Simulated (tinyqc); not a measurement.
## Metal-interlayer-semiconductor contact, depinning against tunnelling resistance: contact resistivity against the interlayer thickness

Zero bias, n-type semiconductor. Gap states at the semiconductor surface thin out as exp(-be ti), which unpins the barrier; electrons must then cross the interlayer (a rectangular barrier, no voltage drop across it) and the parabolic depleted layer, both by WKB. Energies E are counted from the Fermi level; no image force, parabolic bands.

S = 1/(1 + (1/S0 - 1) exp(-be ti)); phiB = S (phiM - chi) + (1 - S)(Eg - E0); xi = Ec - EF deep inside, from Nd = Nc F(-xi/Vt), F(x) = (2/sqrt(pi)) int_0^infinity sqrt(u) du/(1 + exp(u - x)); band bending U = phiB - xi; E00 = (hbar/2) sqrt(Nd/(eps0 eps_r mt m0)) in volts; A = 4 pi q mA m0 kB^2/h^3. With U = phiB - xi: for xi < E < phiB, y = (E - xi)/U and G1 = (U/E00) [sqrt(1 - y) - y ln((1 + sqrt(1 - y))/sqrt(y))], G1 = 0 above phiB; G2 = 2 ti sqrt(mi max(phiB + dE - E, 0)/C), C = hbar^2/(2 m0); f = 1/(1 + exp(E/Vt)); 1/rho_c = (A T^2/Vt^2) times the integral of exp(-G1 - G2) f over E from xi upwards. Shares under 0.001 % are printed as 0; rows without band bending are left out.

Inputs (values chosen for the exercise); semiconductor values close to those of 4H silicon carbide; interlayer mass of the order of that in titanium dioxide, offset chosen freely:
- T = 300 K (temperature)
- Eg = 3.37 eV (band gap)
- eps_r = 9.9 (relative permittivity)
- chi = 3.58 eV (electron affinity)
- Nc = 1.7e19 cm^-3 (conduction-band density of states at T)
- mt = 0.193 m0 (tunnelling mass in the semiconductor)
- mA = 0.369 m0 (Richardson mass)
- Nd = 1.2e20 cm^-3 (donor density)
- E0 = 2 eV (charge-neutrality level above the valence band)
- S0 = 0.67 (pinning factor without interlayer)
- phiM = 3.88 eV (metal work function)
- dE = 0.08 eV (conduction-band offset of the interlayer above the semiconductor)
- mi = 0.31 m0 (tunnelling mass in the interlayer)
- be = 3.2 1/nm (decay constant of gap states through the interlayer)

Constants: q = 1.602176634e-19 C, kB = 1.380649e-23 J/K, eps0 = 8.8541878128e-12 F/m, hbar = 1.054571817e-34 J s, h = 6.62607015e-34 J s, m0 = 9.1093837015e-31 kg, Vt = kB T/q, hbar^2/(2 m0) = 0.0380998212 eV nm^2. Results are converted to the units shown.

The same in every row: E00/Vt = 5.69.

Contact resistivity against the interlayer thickness:
```
ti (nm),S,phiB (eV),rho_c (ohm cm^2),rho_c with G2 = 0 (ohm cm^2),peak of the integrand (eV),share above phiB (%)
0,0.670,0.653,8.36e-8,8.36e-8,-0.0212,0
0.4,0.880,0.429,1.07e-7,2.04e-8,-0.0204,0
0.8,0.963,0.339,2.38e-7,1.18e-8,-0.0172,0.00279
1.2,0.990,0.311,7.71e-7,9.94e-9,-0.0128,0.0174
1.6,0.997,0.303,2.89e-6,9.47e-9,-0.00817,0.0612
2,0.999,0.301,1.13e-5,9.34e-9,-0.00354,0.191
2.4,1.00,0.300,4.46e-5,9.30e-9,0.00112,0.597
2.8,1.00,0.300,1.72e-4,9.29e-9,0.00587,1.91
3.2,1.00,0.300,6.29e-4,9.29e-9,0.0108,6.07
```

As ti goes from 0 to 3.2, phiB falls from 0.653 to 0.300 eV and rho_c rises from 8.36e-8 to 6.29e-4 ohm cm^2. No thickness listed beats the bare contact: tunnelling through the layer costs more than the change of the barrier gains. The ratio of rho_c to its value with G2 = 0 runs from 1.00 to 67800.

Range of the model: The depletion charge would drop about 0.11 V across such an interlayer (eps_r near 40) at ti = 1 nm and Nd = 1.2e20 cm^-3, against a band bending of 0.43 V; this model leaves that drop out.

Computed by the program tinyqc: `OMP_NUM_THREADS=1 python tinyqc.py 2270070 2270071 out.jsonl`, one thread of a shared Intel Xeon 2.30GHz, about 0.04 s for the whole run.
